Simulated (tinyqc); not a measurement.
Inductance and parasitic capacitance from two readings.

Inverse problem. A loss-free coil L in parallel with C shows the apparent inductance L/(1 - w^2 L C), w = 2 pi f. Find L, C and the self-resonance 1/(2 pi sqrt(L C)).

apparent inductance at 1.7 and 3.3 GHz (nH): [8.5874039, 16.778324]

Solution. The inverse of the reading is 1/L - w^2 C, a straight line in w^2.

L = 7.300 nH
C = 180.0 fF
self-resonance = 4.391 GHz

Numbers from tinyqc (`OMP_NUM_THREADS=1 python tinyqc.py 2302219 2302220 out.jsonl`; about 0.01 s on one thread of a shared Intel Xeon 2.30GHz).
